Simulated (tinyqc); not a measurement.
Band bending at a free surface with a continuum of surface states, surface photovoltage and Kelvin probe: one step of the calculation.

n-type bulk, xi = Ec - EF = Vt ln(Nc/Nd), p0 = ni^2/Nd, ni = sqrt(Nc Nv) exp(-Eg/(2 Vt)), Eg in volts. b is the upward band bending, u = b/Vt. Space charge per area, in units of q: Qc = sign(b) sqrt((2 eps0 eps_r Vt/q) [(Nd + dn)(exp(-u) - 1) + Nd u + (p0 + dn)(exp(u) - 1)]), with dn the excess density under light (flat quasi-Fermi levels; 0 in the dark). The states hold -Ds (E0 - xi - b): negative while the Fermi level lies above the neutrality level. Neutrality: Qc + Qf + (charge of the states) = 0.

Task. Bulk quantities. xi, ni, p0, the Debye length sqrt(eps0 eps_r Vt/(q Nd)) and the flat-band work function chi + xi.

Inputs (values chosen for the exercise); band and dielectric values close to those of silicon:
- T = 300 K (temperature)
- Eg = 1.1 eV (band gap)
- eps_r = 11.9 (relative permittivity)
- Nc = 2.82e19 cm^-3 (conduction-band density of states at T)
- Nv = 2.67e19 cm^-3 (valence-band density of states at T)
- chi = 4.05 eV (electron affinity)
- Nd = 3.4e16 cm^-3 (donor density)

Constants: q = 1.602176634e-19 C, kB = 1.380649e-23 J/K, Vt = kB T/q, eps0 = 8.8541878128e-14 F/cm where lengths are in cm. Results are converted to the units shown.

Give: xi; ni; p0; Debye length; chi + xi.

Result.

xi = 0.17374 eV
ni = 1.5805e10 cm^-3
p0 = 7346.7 cm^-3
Debye length = 22.361 nm
chi + xi = 4.2237 eV

Program tinyqc, `OMP_NUM_THREADS=1 python tinyqc.py 2430020 2430021 out.jsonl`; Intel Xeon 2.30GHz, shared host, one thread, about 0.01 s.
